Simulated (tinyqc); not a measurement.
Inside a calculation. Model: electroplating on a thin resistive seed layer: kinetics, Wagner number and the terminal effect across a wafer. Computed by tinyqc, a small Python program that keeps every step. Command: `OMP_NUM_THREADS=1 python tinyqc.py 3121598 3121599 out.jsonl terminal walk`. One thread of a shared host (Intel(R) Xeon(R) Processor @ 2.30GHz), about 0.02 s of CPU time with the checks. Intermediate numbers are printed to about 7 digits and carried at full precision; extremes and crossings named in words are read from the listed rows.

Current enters the seed at the rim. The bath is treated as a local resistance per area (no lateral flow in the liquid), two electrons per ion, molar volume 7.11 cm^3/mol, Faraday constant F = e N_A, kinematic viscosity 0.01 cm^2/s, omega = 2 pi x rpm/60; k_B T/e is in volts.

Inputs (values chosen for the exercise, of the order of those for copper plating from an acid sulfate bath):
```
quantity                               value         unit
wafer radius R                           7.5           cm
seed thickness t                          39           nm
seed resistivity                         2.5  microohm cm
bath conductivity kappa                 0.11         S/cm
gap to the anode h                       1.1           cm
extra resistance of a porous plate         0     ohm cm^2
exchange current density i_0           0.042      mA/cm^2
cathodic transfer coefficient alpha     0.76            -
mean current density                     6.3      mA/cm^2
diffusivity of the metal ion         6.9e-06       cm^2/s
metal ion concentration                  0.3        mol/L
rotation rate                            100          rpm
temperature T                            298            K
```

Constants: e = 1.602176634e-19 C; N_A = 6.02214076e+23 1/mol; k_B = 8.617333262e-05 eV/K.

## Rate, limit and resistances

Growth rate = i V_m/(2 F). Levich limit i_L = 0.62 x 2 F D^(2/3) omega^(1/2) nu^(-1/6) c. Tafel overpotential eta = (k_B T/(alpha e)) ln(i/i_0); kinetic resistance k_B T/(alpha e i); bath resistance h/kappa + plate; R_s = resistivity/t; Wagner number = kinetic resistance x kappa/R.

growth rate = 139.2740 nm/min

limiting current i_L = 90.69526 mA/cm^2

overpotential = 169.3044 mV

kinetic resistance = 5.363336 ohm cm^2

bath resistance R_b = 10 ohm cm^2

sheet resistance R_s = 0.6410256 ohm/square

Wagner number = 0.07866226

## Linear estimate of the terminal effect

Linearised: with R_t = kinetic + bath resistance the current density obeys (1/r)(r i')' = i R_s/R_t, so i = A I_0(r/l), l = sqrt(R_t/R_s); with x = R/l, edge/centre = I_0(x) and edge/mean = x I_0(x)/(2 I_1(x)). Voltage drop in the seed for a uniform current: i R_s R^2/4.

length l = 4.895590 cm

x = R/l = 1.531991

edge over centre, linear = 1.678640

edge over mean, linear = 1.268325

drop for uniform current = 56.79087 mV

## Current distribution

Full model: seed potential phi(r) with (1/r)(r phi')' = R_s i, where i solves phi = R_b i + (k_B T/(alpha e)) ln(i/i_0) (phi being the driving voltage left at r); phi'(0) = 0 and phi'(R) = R_s i_mean R/2. Solved by collocation to a tolerance of 1e-7.

Across the wafer:
```
r/R   i (mA/cm^2)    i/mean  i/mean, linear
0.00     4.805084  0.762712        0.755567
0.20     4.907799  0.779016        0.773405
0.40     5.228017  0.829844        0.828182
0.60     5.803660  0.921216        0.923794
0.75     6.443108  1.022716        1.026286
0.90     7.307565  1.159931        1.159651
1.00     8.037260  1.275756        1.268325
```

edge over centre, full model = 1.672657

The full model gives 1.67 against 1.68 from the linear form.

## As the film thickens, and with more bath resistance

The film is taken as uniform, with the seed resistivity; the last column adds 100 ohm cm^2 to R_b. Extra power of that plate = i^2 x 100 ohm cm^2 x area.

Edge over centre:
```
thickness (nm)  R_s (ohm/square)  as given  with 100 ohm cm^2 more
39.0                   0.6410256  1.672657                1.079677
58.5                   0.4273504  1.429372                1.052775
78.0                   0.3205128  1.314872                1.039453
117.0                  0.2136752  1.205140                1.026216
195.0                  0.1282051  1.120791                1.015689
390.0                  0.0641026  1.059535                1.007829
780.0                  0.0320513  1.029553                1.003911
```

extra power = 0.7013802 W

The ratio falls below 1.1 from 390 nm on as given, and from 39.0 nm on with the added resistance: what counts is R_s R^2 against the sum of kinetic and bath resistance.

Checks made by the program: mean of the distribution (relative difference 7e-08).
